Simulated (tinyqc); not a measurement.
Range and order of the fit: effective mass of the heavy-hole band from tabulated energies.

c = hbar^2/2m0. A uniform scatter of up to 0.3 meV has been added to mimic numerical noise.
Constants: hbar^2/2m0 = 3.80998211 eV angstrom^2.

Energies along [110], from the band edge downward:
```
k (1/angstrom)   E (meV)
0.000000         0.00000
0.013000         1.05970
0.026000         4.08950
0.039000         8.38120
0.052000        15.26490
0.065000        22.62870
0.078000        31.46760
0.091000        41.15870
0.104000        51.48250
```

reference mass (curvature of the model at k = 0.0001 1/angstrom) = 0.653954 m0

Least-squares fits of E = a k^2 (+ b k^4 + d k^6) over points 1 to n, and the line y = c k^2/E against E; errors of m against the reference.

Results:
```
n  E at point n (meV)  one term (%)  two terms (%)  three terms (%)  line (%)  rms residual, one term (meV)
3                 8.4          3.92          -9.88            -7.92     -9.71                         0.203
4                15.3          3.40           2.42           -13.94     -6.00                         0.178
5                22.6          6.77          -1.50             2.68     -5.43                         0.354
6                31.5         10.04          -0.76            -1.32     -4.89                         0.565
7                41.2         13.61           0.17            -1.73     -4.52                         0.880
8                51.5         17.55           1.13            -1.36     -4.29                         1.317
```

The error of the parabola goes from +3.92 to +17.55 % as the range widens, and at n = 8 its residual, 1.32 meV, is only 2.6 % of the top energy: a small residual does not vouch for the mass. Over the full range (n = 8) the best form is two terms (1.13 %); the line errs by -9.71 % at n = 3 and -4.29 % at n = 8. Many terms on few points amplify the scatter: three terms err by -7.9 % at n = 3 but by -1.4 % at n = 8.

tinyqc: `OMP_NUM_THREADS=1 python tinyqc.py 1851244 1851245 out.jsonl`; about 0.01 s, one thread, shared Intel(R) Xeon(R) Processor @ 2.30GHz.
